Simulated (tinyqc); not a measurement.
What moves the carrier density: donors with valley-orbit split 1s states.

Each donor binds at most one electron, in any of its states. For a site s, W_s = sum over its states of g exp(E/kT), and the ionised share is 1/(1 + W_s exp(eta)), eta = (EF - Ec)/kT; n = Nc F_1/2(eta); neutrality n + NA = ND x (mean ionised share); holes are neglected. Nc from N = 2 (m kB T/(4 pi c))^(3/2) with c = hbar^2/2m0, in 1/angstrom^3; times 1e24 for 1/cm^3, m = md. F_j(eta) = (1/Gamma(j + 1)) integral_0^infinity x^j dx/(1 + exp(x - eta)), which tends to exp(eta) for eta << 0.

Mobility (Caughey-Thomas form): mu = mu0 + (mu1 (T/300)^(-ga) - mu0)/(1 + ((ND + NA)/Nr)^de); rho = 1/(e n mu), e = 1.602176634e-19 C.

Constants: hbar^2/2m0 = 3.80998211 eV angstrom^2; kB = 8.617333262e-05 eV/K.

Parameters, chosen for this exercise (near those of P in Si; shifted at random, so the results belong to these values and not to a real crystal):

| symbol | value | unit | meaning |
|---|---|---|---|
| md | 1.08 | m0 | density-of-states mass of the conduction band |
| E | (43.9, 32.6, 30.5) | meV | binding energies of 1s(A1), 1s(T2), 1s(E) |
| g | (2, 6, 4) |  | their degeneracies with spin |
| ND | 1.1e+15 | 1/cm^3 | donors |
| NA | 0 | 1/cm^3 | compensating acceptors, all ionised |
| T | 500 | K |  |
| mu0 | 59 | cm^2/(V s) | mobility at heavy doping |
| mu1 | 1353 | cm^2/(V s) | mobility at light doping and 300 K |
| Nr | 1e+17 | 1/cm^3 | reference doping |
| de | 0.72 |  | doping exponent |
| ga | 2.3 |  | temperature exponent |

All results formed anew.

One parameter was then changed.

Results before and after:

| case | eta | n (1/cm^3) | rho (ohm cm) |
|---|---|---|---|
| base | -10.917 | 1.099e+15 | 14.04 |
| changed | -10.225 | 2.198e+15 | 7.166 |

Which of these changes was made? (a) md = 1.188 m0; (b) ND = 2.2e+15 1/cm^3; (c) Nr = 2e+17 1/cm^3; (d) E = (48.9, 32.6, 30.5) meV; (e) T = 530 K; (f) NA = 1.1e+14 1/cm^3.

Answer: (b) ND = 2.2e+15 1/cm^3. Of the candidates, run in turn, only this one gives the changed row.

All candidates:

| case | eta | n (1/cm^3) | rho (ohm cm) |
|---|---|---|---|
| base | -10.917 | 1.099e+15 | 14.04 |
| E = (48.9, 32.6, 30.5) meV | -10.917 | 1.099e+15 | 14.04 |
| md = 1.188 m0 | -11.060 | 1.100e+15 | 14.04 |
| ND = 2.2e+15 1/cm^3 | -10.225 | 2.198e+15 | 7.166 |
| NA = 1.1e+14 1/cm^3 | -11.023 | 9.895e+14 | 15.63 |
| T = 530 K | -11.005 | 1.100e+15 | 16.04 |
| Nr = 2e+17 1/cm^3 | -10.917 | 1.099e+15 | 13.86 |

tinyqc: `OMP_NUM_THREADS=1 python tinyqc.py 1650906 1650907 out.jsonl`; about 0.01 s, one thread, shared Intel(R) Xeon(R) Processor @ 2.30GHz.
